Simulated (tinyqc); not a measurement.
Effective mass of the split-off band from tabulated energies, step by step. Values are carried at full precision from step to step, so a last printed digit may differ when a step is redone from the rounded ones.

c = hbar^2/2m0. A uniform scatter of up to 0.3 meV has been added to mimic numerical noise.
Constants: hbar^2/2m0 = 3.80998211 eV angstrom^2.

## Finite differences

Energies along [100], from the band edge downward:
```
k (1/angstrom)   E (meV)
0.00000           0.0000
0.00610           1.3515
0.01220           6.3468
0.01830          14.2062
0.02440          25.7876
0.03050          41.4645
0.03660          60.9681
0.04270          85.0756
0.04880         113.7976
```

reference mass (curvature of the model at k = 0.0001 1/angstrom) = 0.09034 m0

The band is even in k. m = c k^2/E(k) from the points 1, 2, 4 (k = 0 is point 0); Richardson from points 1 and 2: c/m = [16 E(k1) - E(k2)]/(12 k1^2).

m from points 1, 2, 4 (m0): [0.10490, 0.08935, 0.08796]

m by Richardson = 0.11136 m0

Errors against the reference: +16.12, -1.09 and -2.63 % and +23.27 %. The extrapolation does not help: a scatter of 0.3 meV is 22 % of the first energy, and the formula weights that point by 4/3.

## Least squares over all points

Fit E = a k^2 (a = sum k^2 E/sum k^4), then E = a k^2 + b k^4 from the normal equations; E in eV; m = c/a.

sums of k^4, k^6, k^8: [1.2146e-05, 2.3028e-08, 4.7322e-11]

sums of k^2 E, k^4 E: [0.00056747, 1.0844e-06]

a, one term = 46.722 eV angstrom^2

a and b, two terms: [42.35, 2308]

m, one and two terms (m0): [0.08155, 0.08997]

The parabola over all points errs by -9.7 % because the weights k^4 favour the outer points; the second term brings the error to -0.4 %.

## The non-parabolic form

E (1 + alpha E) = c k^2/m means that y = c k^2/E is a straight line in E with intercept m and slope m alpha. Fit the line by unweighted least squares over points 1 to 8, E in eV.

y (m0): [0.10490, 0.08935, 0.08981, 0.08796, 0.08548, 0.08371, 0.08165, 0.07973]

m = 0.09450 m0
alpha = -1.619 1/eV

The intercept errs by +4.61 %. The scatter of the first points, divided by small energies, tilts an unweighted line. For this band the scale of alpha is set by Dso = 0.292 eV as well as by the gap.

## Checks

- Two-term fit by normal equations against a least-squares routine: both 42.3458.

(tinyqc, `OMP_NUM_THREADS=1 python tinyqc.py 1881271 1881272 out.jsonl`, Intel(R) Xeon(R) Processor @ 2.30GHz, 1 thread, shared host, about 0.01 s.)
